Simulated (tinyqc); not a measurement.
# Non-radiative capture by multiphonon emission, one effective mode, step by step

A worked calculation. Computed by tinyqc, a small Python program that keeps every step. Command: `OMP_NUM_THREADS=1 python tinyqc.py 3031542 3031543 out.jsonl capture walk`. One thread of a shared host (Intel(R) Xeon(R) Processor @ 2.30GHz), about 0.01 s of CPU time with the checks. Intermediate numbers are printed to about 5 digits and carried at full precision; extremes and crossings named in words are read from the listed rows.

The initial state (free carrier plus empty centre) lies dE above the final state; both have the same frequency and are displaced by dQ.

Inputs (values chosen for the exercise, for a model semiconductor): energy released dE = 0.509 eV; phonon energy hbar omega = 36 meV; Huang-Rhys factor S = 6.51; electron-phonon coupling W = 0.029 eV/(u^(1/2) angstrom); cell volume V = 1150 angstrom^3; degeneracy g = 4; broadening b = 21 meV; carrier mass m = 0.886 m_0; dielectric constant eps = 12.6; temperature T = 400 K; defect density N_t = 8e+15 cm^-3.

Centre: repulsive.

Constants: hbar^2/u = 4.18015928e-03 eV angstrom^2; k_B = 8.617333262e-05 eV/K; hbar = 6.582119569e-16 eV s; Ry = 13.605693123 eV; k_B = 1.380649e-23 J/K; m_0 = 9.1093837015e-31 kg.

## Geometry of the two curves

dQ = sqrt(2 S (hbar^2/u)/hbar omega); relaxation energy lambda = S hbar omega; phonons needed P = dE/hbar omega; classical barrier E_b = (dE - lambda)^2/(4 lambda); occupation n = 1/(exp(hbar omega/k_B T) - 1).

dQ = 1.2296 u^(1/2) angstrom

lambda = 0.23436 eV

P = 14.139

classical barrier E_b = 0.080461 eV

occupation n = 0.54297

dE exceeds lambda: the inverted case usual for deep centres, in which the curves cross on the far side of the initial minimum.

## Phonon weights near resonance

Huang-Rhys weight for a net emission of p phonons: L_p = exp(-S (2n + 1)) ((n + 1)/n)^(p/2) I_p(2 S sqrt(n (n + 1))), I_p the modified Bessel function. M_p = sum_m w_m <m_i|Q|(m + p)_f>^2 with Q counted from the final minimum and Boltzmann weights w_m for m = 0..24; <m_i|Q|k_f> = sqrt((hbar^2/u)/(2 hbar omega)) [sqrt(k) <m|k-1> + sqrt(k+1) <m|k+1>], with overlaps of oscillators displaced by d = sqrt(2 S) summed on 1500 points from -16 to 16 + d. The delta function is a Gaussian of standard deviation b at dE - p hbar omega.

Weights:
```
p        L_p  M_p (u angstrom^2)  Gaussian (1/eV)
11  0.049174             0.13446       9.8010e-06
12  0.034457             0.10529       2.2870e-02
13  0.022761             0.07726       2.8247e+00
14  0.014209             0.05331       1.8466e+01
15  0.008403             0.03467       6.3899e+00
16  0.004718             0.02132       1.1704e-01
17  0.002521             0.01243       1.1346e-04
```

## Capture coefficient before scaling

C_0 = V (2 pi/hbar) g W^2 sum_p M_p Gaussian_p. The sum runs over the seven p from round(P) - 3 to round(P) + 3; 1 angstrom^3 = 1e-24 cm^3.

sum_p M_p Gaussian_p = 1.4291 u angstrom^2/eV

C_0 = 5.2774e-08 cm^3/s

## Scaled coefficient, cross-section and lifetime

Sommerfeld factor of a repulsive centre: s(k) = 2 pi nu/(exp(2 pi nu) - 1), nu = sqrt(Ry*/E), Ry* = Ry m/eps^2, averaged over (2/sqrt(pi)) sqrt(x) exp(-x) dx with x = E/k_B T = t^2 (trapezoid, t to 6 in steps of 0.01). C = s C_0; v = sqrt(3 k_B T/m); sigma = C/v; tau = 1/(C N_t).

Sommerfeld factor s = 0.0087924

capture coefficient C = 4.6401e-10 cm^3/s

thermal velocity v = 1.4328e+07 cm/s

cross-section sigma = 3.2386e-17 cm^2

capture time = 2.6939e-07 s

Caution: the effective Bohr radius is under 10 angstrom, so the effective-mass Sommerfeld factor is rough.

## Quantum against classical capture

C_0 = V (2 pi/hbar) g W^2 sum_p M_p Gaussian_p. Here the sum runs over all p. Classical (Marcus) form: replace the sum by Q_c^2 exp(-E_b/k_B T)/sqrt(4 pi lambda k_B T), Q_c = dQ (dE + lambda)/(2 lambda). The last column is -k_B d ln C_0/d(1/T) from this row and the one above.

Against temperature:
```
T (K)  C_0, quantum (cm^3/s)  C_0, classical (cm^3/s)  Sommerfeld factor  activation energy (eV)
33                1.5751e-08               7.9057e-19         8.5999e-07                       -
63                1.5829e-08               4.0641e-13         2.3394e-05              2.9321e-05
100               1.6677e-08               7.7654e-11         1.5792e-04              7.6590e-04
170               2.1592e-08               2.7840e-09         9.6290e-04              5.4055e-03
250               3.1025e-08               1.3311e-08         2.8731e-03              1.6594e-02
380               4.9841e-08               3.8744e-08         7.8632e-03              2.9853e-02
580               7.6543e-08               7.3173e-08         1.8441e-02              4.0741e-02
920               1.0459e-07               1.0533e-07         3.9809e-02              4.2217e-02
```

At 33.0 K the quantum value is 2.0e10 times the classical one: C_0 comes from tunnelling out of the lowest level and hardly depends on T. At 920 K the ratio is 0.99. The largest apparent activation energy is 0.042 eV against the classical barrier of 0.080 eV, so an Arrhenius fit understates the barrier, through tunnelling and the broadening b at low T and the T^(-1/2) prefactor at high T. The measured coefficient is C = s C_0, and s changes by a factor 46000 over these rows, so C changes by 310000 where C_0 changes by 6.6.

Checks made by the program: Bessel formula against the sum over overlaps (relative difference below 1e-10).
